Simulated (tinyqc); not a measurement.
From results back to parameters: delta-doped layer in the Thomas-Fermi potential. Three cases, with inputs chosen for the exercise.

Problem. The depth of the well was computed from a hidden sheet density.

All donors ionised in the plane z = 0, zero temperature, energies from the Fermi level EF of the Thomas-Fermi model, which lies at the bulk band edge; c = hbar^2/2m0, q = e^2/(4 pi eps0). gv = 4 equivalent valleys, m_d = sqrt(m3^3/mz) in the plane. With n = (gv/3 pi^2)(m3 (-V)/c)^(3/2) and V'' = -(4 pi q/eps) n for z > 0, the solution is V = -b/(|z| + z0)^4 with sqrt(b) = 20/K, K = (4 pi q/eps)(gv/3 pi^2)(m3/c)^(3/2), and z0^5 = 4b/(e F0), e F0 = 2 pi q N/eps; 1e13/cm^2 = 1e-3/angstrom^2. Exchange and correlation are left out.

Constants: hbar^2/2m0 = 3.80998211 eV angstrom^2; e^2/(4 pi eps0) = 14.39964547 eV angstrom.

Case 1.

Values chosen (out of a larger set: near those of a delta-doped layer in Ge; not measured data): m3 = 0.212 m0 (density-of-states mass of a valley); mz = 0.125 m0 (mass along z); eps = 16.1 (dielectric constant).

depth = 0.048394 eV

Case 2.

Values chosen (out of a larger set: near those of a delta-doped layer in Ge; not measured data): m3 = 0.22 m0 (density-of-states mass of a valley); mz = 0.115 m0 (mass along z); eps = 16.4 (dielectric constant).

depth = 0.066677 eV

Case 3.

Values chosen (out of a larger set: near those of a delta-doped layer in Ge; not measured data): m3 = 0.218 m0 (density-of-states mass of a valley); mz = 0.118 m0 (mass along z); eps = 15.7 (dielectric constant).

depth = 0.182356 eV

Find: b; z0; N.

Solution. b does not depend on N; z0 = (b/depth)^(1/4), e F0 = 4b/z0^5 and N = eps e F0/(2 pi q).

Case 1.

b = 1.007e+06 eV angstrom^4
z0 = 67.54 angstrom
N = 0.510 x 1e13/cm^2

Case 2.

b = 9.351e+05 eV angstrom^4
z0 = 61.20 angstrom
N = 0.790 x 1e13/cm^2

Case 3.

b = 8.808e+05 eV angstrom^4
z0 = 46.88 angstrom
N = 2.70 x 1e13/cm^2

Computed by tinyqc, one run a case: `OMP_NUM_THREADS=1 python tinyqc.py N N+1 out.jsonl` with N = 1252586, 1252607, 1280146; one thread of a shared Intel(R) Xeon(R) Processor @ 2.30GHz, about 0.1 s a run at most.
